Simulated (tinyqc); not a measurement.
One anharmonic mode: perturbation theory, self-consistent phonons and exact levels: one step, computed by the program tinyqc.

V(x) = k x^2/2 + b x^4 for one coordinate x of mass M. A constant K > 0 gives hbar Omega = sqrt((hbar^2/u) K/M) with K in eV/angstrom^2 and M in u.

Question. Levels in the small basis. Diagonalise H.

Shape: double well.

H (meV):
```
          1         2         3         4         5
1   0.40378   0.00000  -1.98041   0.00000   0.65937
2   0.00000   2.01890   0.00000  -2.11142   0.00000
3  -1.98041   0.00000   5.24915   0.00000  -1.12102
4   0.00000  -2.11142   0.00000  10.09451   0.00000
5   0.65937   0.00000  -1.12102   0.00000  16.55500
```

Give: levels.

Answer.

levels (meV): -0.306  1.500  5.804  10.613  16.710
